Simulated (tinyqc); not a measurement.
## Reflectance at normal incidence against thickness

Normal incidence on air, film (n1) and substrate (N2 = n2 - i k2): r01 = (1 - n1)/(1 + n1), r12 = (n1 - N2)/(n1 + N2), amplitude (r01 + r12 X)/(1 + r01 r12 X), X = exp(-4 pi i n1 d/lam), R its squared modulus, phase from 0 to 360 degrees.

Parameters, values chosen for the exercise: wavelength lam = 546.1 nm; index of the transparent film n1 = 1.312; index of the substrate n2 = 4.086; extinction coefficient of the substrate k2 = 0.031.

Result of one run:

| d (nm) | R (%) | phase of the reflected amplitude (degrees) |
|---|---|---|
| 210 | 36.804 | 177.41 |

What becomes of these results when the film thickness d is changed from 210 to 52 nm, all else the same?

Result of the changed run:

| d (nm) | R (%) | phase of the reflected amplitude (degrees) |
|---|---|---|
| 52 | 28.052 | 108.44 |

The whole series:

| d (nm) | R (%) | phase of the reflected amplitude (degrees) |
|---|---|---|
| 0 | 36.819 | 179.77 |
| 26 | 34.462 | 146.36 |
| 52 | 28.052 | 108.44 |
| 79 | 20.028 | 58.393 |
| 105 | 16.590 | 357.23 |
| 131 | 20.611 | 296.89 |
| 158 | 28.718 | 247.98 |
| 184 | 34.843 | 210.65 |
| 210 | 36.804 | 177.41 |

R goes from 36.8 through a minimum of 16.6 (at d = 105 nm among the rows listed) to 36.8 %. At a quarter wave, d = 104 nm, R = 16.6 %; for a transparent substrate it would vanish for n1 = sqrt(n2) = 2.02.

Program tinyqc, `OMP_NUM_THREADS=1 python tinyqc.py 2870208 2870209 out.jsonl`; Intel Xeon 2.30GHz, shared host, one thread, about 0.3 s.
